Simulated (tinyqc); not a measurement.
Raman line shape of confined optical phonons and breathing modes of small crystals: one step, computed by the program tinyqc.

Confinement in 2 direction(s) lets phonons with q away from zero scatter light. q is in units of 2 pi/a, from 0 to 1, and the branch is isotropic: omega(q)^2 = (omega_0^2 + omega_X^2)/2 + ((omega_0^2 - omega_X^2)/2) cos(pi q). The model and its constant beta are phenomenological; beta = 8 is the common choice.

Problem. Range of wave vectors. Weight W(q) = q^1 exp(-(2 L q/a)^2/(2 beta)) dq, that is exp(-k^2 L^2/(2 beta pi^2)) for k = 2 pi q/a. Width q_c = a sqrt(2 beta)/(2 L), where the exponential falls to 1/e; curvature of the branch: omega(q) = omega_0 - c q^2, c = pi^2 (omega_0^2 - omega_X^2)/(8 omega_0); for small q_c the mean of q^2 is (number of confined directions) q_c^2/2, and the mean shift is -c times that.

Inputs (values chosen for the exercise, modelled on silicon):
```
quantity,value,unit
bulk frequency omega_0,520.6,1/cm
frequency at the zone boundary omega_X,405,1/cm
lattice constant a,5.431,angstrom
size L,3.1,nm
confinement constant beta,8,-
```

Shape: wire.

Give: q_c; curvature c; mean shift, quadratic estimate; omega(q_c) - omega_0.

Solution.

q_c = 0.3504 2 pi/a

curvature c = 253.6 1/cm

mean shift, quadratic estimate = -31.13 1/cm

omega(q_c) - omega_0 = -28.91 1/cm
